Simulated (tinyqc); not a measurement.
Raising U: Hubbard chain of 5 sites, mean field against exact. Computed by the program tinyqc. Collinear unrestricted mean field (the lowest of 40 random starts) against exact diagonalisation.

one-body matrix (hopping and site energies) (eV):
```
         1        2        3        4        5
1   0.0000  -1.8600   0.0000   0.0000   0.0000
2  -1.8600   0.0000  -1.8600   0.0000   0.0000
3   0.0000  -1.8600   0.0000  -1.8600   0.0000
4   0.0000   0.0000  -1.8600   0.0000  -1.8600
5   0.0000   0.0000   0.0000  -1.8600   0.0000
```

electrons, up and down: 3  2

Exact and mean-field results (eV):
```
U            U/t    E exact  E mean field  mean |n_up - n_down|  double occupancy, exact  first gap in the sector
0.9300    0.5000  -9.126391     -9.084340                0.2315                   0.2125                   1.7733
1.8600    1.0000  -8.188284     -8.023714                0.2783                   0.1910                   1.6719
3.7200    2.0000  -6.610722     -6.044268                0.4597                   0.1488                   1.4502
7.4400    4.0000  -4.496500     -3.540186                0.8098                   0.0840                   1.0560
11.1600   6.0000  -3.296415     -2.427477                0.9127                   0.0489                   0.7927
14.8800   8.0000  -2.571606     -1.837989                0.9504                   0.0309                   0.6244
22.3200  12.0000  -1.767907     -1.233513                0.9779                   0.0150                   0.4325
37.2000  20.0000  -1.078627     -0.742603                0.9920                   0.0057                   0.2649
```

Estimate the missing row, U = 5.58.

Computed row:
```
U          U/t    E exact  E mean field  mean |n_up - n_down|  double occupancy, exact  first gap in the sector
5.5800  3.0000  -5.402683     -4.530416                0.6835                   0.1123                   1.2375
```

In absolute terms mean field is worst at U/t = 4.0, 0.956 eV too high: at small U it is nearly exact, and at large U it misses only exchange-scale energies. Relative to the exact energy its error is 0.5 % at the smallest U, 31 % at most and 31 % at the largest. The double occupancy falls from 0.212 to 0.006; at the largest U the first gap is 0.71 times the exchange scale 4t^2/U.
